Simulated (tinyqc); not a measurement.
# Worked calculation: frequency dispersion of an accumulation capacitance by border traps, distributed model

tinyqc, about 0.6 s, one thread, Intel Xeon 2.30GHz (shared host): `OMP_NUM_THREADS=1 python tinyqc.py 2202118 2202119 out.jsonl` Printed values are rounded.

Traps spread evenly through the insulator exchange electrons with the semiconductor by tunnelling, with tau(x) = t0 exp(2 ka x) at depth x from the interface. The admittance per area Y seen at depth x obeys dY/dx = -Y^2/(i w eps0 eox) + q Nb ln(1 + i w tau)/tau, with Y(0) = i w Cs and w = 2 pi f; the gate sees Y(tox) = G + i w C. Working variable y = Y/(i w), in uF/cm^2. Cox = eps0 eox/tox.

Values chosen for this exercise; permittivity close to that of aluminium oxide: relative permittivity of the insulator eox = 8.6; insulator thickness tox = 11 nm; semiconductor capacitance in accumulation Cs = 0.79 uF/cm^2; density of border traps Nb = 8.4e19 cm^-3 eV^-1; decay constant of the wave function in the insulator ka = 6.1 1/nm; time constant of a trap at the interface t0 = 9e-11 s; frequency f = 100 Hz; depth down to which the steps are taken xe = 1.8 nm.

Constants: q = 1.602176634e-19 C, eps0 = 8.8541878128e-14 F/cm where lengths are in cm. Results are converted to the units shown.

## Scales and lumped estimate

Cox; trap-free value 1/(1/Cox + 1/Cs); response depth d = ln(1/(w t0))/(2 ka), where w tau = 1; lumped estimate: all traps within d act as C_bt = q Nb d placed at d/2, so C = 1/{1/[1/(1/Cs + d/(2 eps0 eox)) + C_bt] + (tox - d/2)/(eps0 eox)}.

Cox = 0.6922365 uF/cm^2
trap-free C = 0.3689471 uF/cm^2
d = 1.367882 nm
C_bt = 1.840935 uF/cm^2
lumped C = 0.5738612 uF/cm^2

The traps within reach amount to 2.33 Cs and lie in the first 12.4 % of the insulator.

## Midpoint steps through the active depth

In terms of y: dy/dx = -y^2/(eps0 eox) + s(x), s = q Nb ln(1 + z)/z, z = i w tau. 9 midpoint steps of h = xe/9: y_half = y + (h/2) y'(x, y), y(new) = y + h y'(x + h/2, y_half).

```
point  x (nm)    s (uF/(cm^2 nm))         y (uF/cm^2)
0           0  1.345828+0.000000i  0.790000+0.000000i
1         0.2  1.345828+0.000000i  1.037109+0.000000i
2         0.4  1.345828-0.000005i  1.271080+0.000000i
3         0.6  1.345828-0.000057i  1.489903-0.000004i
4         0.8  1.345828-0.000659i  1.692221-0.000042i
5           1  1.345772-0.007564i  1.877305-0.000479i
6         1.2  1.338440-0.086073i  2.044862-0.005474i
7         1.4  0.888145-0.527466i  2.180169-0.057744i
8         1.6  0.119861-0.224633i  2.126364-0.132930i
9         1.8  0.010818-0.036427i  2.020663-0.135736i
```

## Capacitance and conductance at the gate

y at xe = 2.020663-0.135736i uF/cm^2

Beyond xe the traps are ignored, so 1/y(tox) = 1/y(xe) + (tox - xe)/(eps0 eox); C = Re y, G/w = -Im y, loss tangent G/(w C).

y at the gate = 0.5877122-0.0114352i uF/cm^2
C = 0.5877122 uF/cm^2
G/w = 0.01143522 uF/cm^2
loss tangent = 0.01945717

A fine integration over the whole insulator gives C = 0.58842 and G/w = 0.01199 uF/cm^2; the coarse G/w is 4.7 % below that. The fine C is 59 % above the trap-free value, and the lumped estimate is 2.5 % below the fine result.
